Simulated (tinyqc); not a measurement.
## Trap density and cross-section from the conductance peak

Problem. For a continuum of interface traps on an n-type substrate Gp/w peaks at 2 pi f tau = 1.9803 with the height 0.40237 q Dit, and tau = 1/(sn vth Nd exp(psi/Vt)) with psi = ps. Find Dit, tau and sn.

Inputs (values chosen for the exercise):
```
symbol,value,unit,meaning
T,300,K,temperature
Nd,4.4e16,cm^-3,donor density
ps,-0.205,V,band bending psi
vth,4.6e7,cm/s,thermal velocity
```

Constants: q = 1.602176634e-19 C, kB = 1.380649e-23 J/K, Vt = kB T/q. Results are converted to the units shown.

peak Gp/w = 4.9639422 nF/cm^2
frequency of the peak = 21349.915 Hz

Answer. The height gives Dit, the position tau, and tau with the surface density gives sn.

Dit = 7.70e10 cm^-2 eV^-1
tau = 1.48e-5 s
sn = 9.30e-17 cm^2

Numbers from tinyqc (`OMP_NUM_THREADS=1 python tinyqc.py 2030141 2030142 out.jsonl`; about 0.02 s on one thread of a shared Intel Xeon 2.30GHz).
